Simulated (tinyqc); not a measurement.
What the anneal budget does: two-dimensional dopant profile at a mask edge: lateral junction, overlap and effective channel length. Computed by tinyqc, a small Python program. Command: `OMP_NUM_THREADS=1 python tinyqc.py 3031489 3031490 out.jsonl lateral walk`. One thread of a shared host (Intel(R) Xeon(R) Processor @ 2.30GHz), about 0.01 s of CPU time with the checks.

Ions enter for y < 0; the mask (spacer, then gate) covers y > 0. x is the depth. The surface reflects dopant during the anneal.

Inputs (values chosen for the exercise, modelled on a source-drain extension in silicon):
```
quantity               value    unit
dose Q               4.3e+14  1/cm^2
projected range R_p      4.2      nm
vertical straggle        1.3      nm
lateral straggle         1.5      nm
anneal budget D t    7.1e-15    cm^2
channel doping C_B   1.4e+17  1/cm^3
gate length L_g           23      nm
offset spacer            2.2      nm
```

Method:
- Widths s_x^2 = (vertical straggle)^2 + 2 D t, s_y^2 = (lateral straggle)^2 + 2 D t. C(x, y) = V(x) (1/2) erfc(y/(sqrt2 s_y)), V(x) = Q/(sqrt(2 pi) s_x) [exp(-(x - R_p)^2/(2 s_x^2)) + exp(-(x + R_p)^2/(2 s_x^2))]; 1 nm = 1e-7 cm.
- The lateral junction at depth x solves C = C_B: y_j(x) = sqrt2 s_y erfc^-1(2 C_B/V(x)). Overlap under the gate = y_j(0) - spacer; metallurgical channel L_met = L_g - 2 overlap (tails from the two sides are not added).
- x_j solves V(x) = C_B. Budgets are multiples of the given D t (at 0 the mirror term is kept, which overstates V(0) as implanted); those with V(0) not above 2.5 C_B are left out.

Junctions (nm):
```
multiple     s_x     s_y     x_j  y_j(0)  y_j/x_j   L_met
0.0       1.3000  1.5000   9.762   3.501  0.35864  20.398
0.1       1.3535  1.5466   9.978   3.816  0.38243  19.768
0.3       1.4546  1.6358  10.385   4.362  0.42000  18.677
1.0       1.7635  1.9157  11.618   5.803  0.49947  15.794
2.0       2.1284  2.2561  13.057   7.298  0.55895  12.804
4.0       2.7148  2.8160  15.337   9.509  0.62002   8.381
8.0       3.6125  3.6892  18.766  12.695  0.67646   2.011
16.0      4.9406  4.9970  23.734  17.197  0.72455  -6.993
```

The ratio y_j/x_j goes from 0.36 to 0.72: as implanted, x_j includes R_p and y_j only the lateral straggle; after long diffusion both scale roughly with sqrt(D t) as long as V(0) stays far above C_B, and the ratio stays below 1 because the edge starts from half the concentration and an erfc falls faster than the Gaussian. L_met is negative in the rows beyond a multiple of 8: source and drain merge.
